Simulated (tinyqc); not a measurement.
Model-solid line-up of a strained alloy layer on a substrate, step by step. Values are carried at full precision from step to step, so a last printed digit may differ when a step is redone from the rounded ones.

All values of the alloy are linear in x but the gap, Eg(x) = (1 - x) Eg_A + x Eg_B - C x (1 - x), and the valence edge, Ev(x) = (1 - x) Ev_A + x Ev_B + fv C x (1 - x); Ec = Ev + Eg. Ev is the top of the unstrained valence band on a scale common to all materials. In the layer only the Gamma valley of the conduction band is followed, also where an X or L valley would lie lower.

Values chosen for the exercise (A near GaAs, B near InAs, substrate near InP; the results hold for these values, not for the real material): a = (5.646, 6.066) angstrom (lattice constant of A, B); Eg = (1.533, 0.421) eV (gap at Gamma to the s-like level of A, B); Dso = (0.341, 0.389) eV (spin-orbit splitting of A, B); Ev = (-0.8, -0.59) eV (top of the unstrained valence band of A, B); ac = (-7.25, -5.14) eV (conduction deformation potential of A, B); av = (1.18, 1) eV (valence hydrostatic potential of A, B); b = (-2.02, -1.82) eV (tetragonal shear potential of A, B); d = (-4.81, -3.59) eV (trigonal shear potential of A, B); C11 = (121.1, 83.1) GPa (of A, B); C12 = (56.6, 45.9) GPa (of A, B); C44 = (60.7, 40.1) GPa (of A, B); C = 0.465 eV (bowing of the gap); fv = 0.3 (share of the bowing taken by the valence edge); x = 0.8 (fraction of B); a_s = 5.873 angstrom (substrate); face = 110 (growth face); Eg_s = 1.437 eV (lowest gap of the substrate); Ev_s = -0.93 eV (substrate valence edge); e14 = -0.071 C/m^2 (piezoelectric constant of the layer); eps = 13.9 (dielectric constant); Lw = 10 nm (thickness of the layer).

## Values of the alloy

Interpolate.

Alloy at x (a in angstrom, C11, C12, C44 in GPa, all else in eV):
```
symbol,value
a,5.9820
Eg,0.5690
Dso,0.3794
Ev,-0.6097
ac,-5.5620
av,1.0360
b,-1.8600
d,-3.8340
C11,90.7000
C12,48.0400
C44,44.2200
```

## Strain on the (110) substrate

Coherent growth on a (110) face: e_par = (a_s - a)/a, e_perp = -(C11 + 3 C12 - 2 C44)/(C11 + C12 + 2 C44) e_par; exx = eyy = (e_par + e_perp)/2, ezz = e_par, exy = (e_perp - e_par)/2, eyz = ezx = 0.

Use the values of the alloy.

e_par = -0.018221
e_perp = 0.011741

strain tensor in the cubic axes:
```
,x,y,z
x,-0.003240,0.014981,0.000000
y,0.014981,-0.003240,0.000000
z,0.000000,0.000000,-0.018221
```

The layer is under compression in the plane; its volume changes by -2.470 %.

## Strained band edges

Strained edges: Ec + ac tr(e); the valence edges are Ev plus the levels of the 6 x 6 matrix of X, Y, Z times spin with -Dso/3 + l exx + m (eyy + ezz) on the diagonal (cyclic), n exy off it, l = av + 2 b, m = av - b, n = sqrt(3) d. Spin-orbit term (Dso/3) L.sigma on X, Y, Z with (L_k)_ij = -i epsilon_kij: <X+|H|Y+> = -i Dso/3, <X+|H|Z-> = Dso/3, <Y+|H|Z-> = -i Dso/3, <Z+|H|X-> = -Dso/3, <Z+|H|Y-> = i Dso/3, <X-|H|Y-> = i Dso/3, and their conjugates; + and - are the spin along z.

Give the hydrostatic shifts, the strain block and the edges.

ac tr(e), av tr(e) (eV): 0.1374  -0.0256

strain block (eV):
```
,X,Y,Z
X,-0.0535,-0.0995,0
Y,-0.0995,-0.0535,0
Z,0,0,0.0301
```

Ec and the three valence edges from the top (eV): 0.0967  -0.5712  -0.6754  -1.0386

strained gap = 0.6679 eV

Strain moves the gap by +99 meV: +163 meV from the volume and -64 meV from the splitting of the valence edge, which always raises the top.

## Offsets against the substrate material

dEc = Ec(substrate) - Ec(layer), dEv = Ev(layer) - Ev(substrate); positive values confine the carrier in the layer. Type I: both of one sign; type II: opposite signs; type III: the gaps do not overlap.

Give also the smallest gap across the interface, min Ec - max Ev.

dEc = 0.4103 eV
dEv = 0.3588 eV

type: I

smallest gap = 0.6679 eV

Both carriers collect in the layer; the conduction band takes 53 % of the gap difference.

## Piezoelectric polarisation

P_x = 2 e14 eyz and cyclic. The field along the normal n of the (110) face is -P.n/(eps eps0) in a layer between thick unstrained barriers, eps0 = 8.8541878e-12 F/m; 1 kV/cm = 1e5 V/m.

P (C/m^2): 0.000000  0.000000  -0.002127

P.n = 0.000000 C/m^2
field along n = 0.0 kV/cm
potential drop across the layer = 0.0 mV

P lies along [001], in the plane of the layer, so a wide layer carries no field along its normal.

Program tinyqc; command `OMP_NUM_THREADS=1 python tinyqc.py 1051498 1051499 out.jsonl`; about 0.02 s on one thread of a shared Intel(R) Xeon(R) Processor @ 2.30GHz.
